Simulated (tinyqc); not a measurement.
Hall effect and magnetoresistance of several carrier groups with constant relaxation times. Inputs raised by 5 %, one at a time. Computed by tinyqc, a small Python program. Command: `OMP_NUM_THREADS=1 python tinyqc.py 3014197 3014198 out.jsonl hall2 sens`. One thread of a shared host (Intel(R) Xeon(R) Processor @ 2.30GHz), about 0.01 s of CPU time with the checks.

Group 1 has charge -e and group 2 charge -e; s_i is that sign. B lies along z; mu B is formed with mu in m^2/(V s).

Inputs (values chosen for the exercise, for a model conductor):
```
quantity            value        unit
density n1        2.4e+17      1/cm^3
mobility mu1        23000  cm^2/(V s)
density n2        1.3e+18      1/cm^3
mobility mu2         3200  cm^2/(V s)
magnetic field B     0.91           T
```

Carriers: two electron groups. Densities: per volume.

Constants: e = 1.602176634e-19 C.

Method. sigma_xx = sum n_i e mu_i/(1 + mu_i^2 B^2); sigma_xy = sum s_i n_i e mu_i^2 B/(1 + mu_i^2 B^2). rho_xx = sigma_xx/(sigma_xx^2 + sigma_xy^2); Hall coefficient R_H = sigma_xy/(B (sigma_xx^2 + sigma_xy^2)), with B in V s/cm^2 (1 T = 1e-4 V s/cm^2); magnetoresistance MR = rho_xx(B)/rho_xx(0) - 1. Apparent density 1/(e |R_H|); Hall mobility |R_H|/rho_xx.

Runs:
```
input moved                   from         to  rho_xx (ohm cm)  magnetoresistance MR (%)  apparent density (1/cm^3)  Hall mobility (cm^2/(V s))
base run                         -          -        8.850e-04                     37.26                  9.557e+17                        7379
density n1 (1/cm^3)        2.4e+17   2.52e+17        8.638e-04                     37.78                  9.581e+17                        7542
mobility mu1 (cm^2/(V s))    23000      24150        8.808e-04                     40.49                  9.432e+17                        7513
density n2 (1/cm^3)        1.3e+18  1.365e+18        8.628e-04                     36.69                  1.002e+18                        7220
mobility mu2 (cm^2/(V s))     3200       3360        8.573e-04                     35.81                  9.874e+17                        7373
magnetic field B (T)          0.91     0.9555        8.960e-04                     38.95                  9.749e+17                        7146
```

Exponents ln(y'/y) / ln(x'/x):
```
input             rho_xx  magnetoresistance MR  apparent density  Hall mobility
density n1        -0.498                 0.287             0.050          0.448
mobility mu1      -0.099                 1.707            -0.271          0.370
density n2        -0.520                -0.313             0.966         -0.445
mobility mu2      -0.653                -0.812             0.669         -0.016
magnetic field B   0.252                 0.912             0.406         -0.658
```

To which inputs is each result most sensitive?

Among the inputs moved here: rho_xx answers most in size to mobility mu2 (exponent -0.653), next to density n2 (-0.520). Magnetoresistance MR answers most in size to mobility mu1 (exponent +1.707), next to magnetic field B (+0.912). Apparent density answers most in size to density n2 (exponent +0.966), next to mobility mu2 (+0.669). Hall mobility answers most in size to magnetic field B (exponent -0.658), next to density n1 (+0.448).
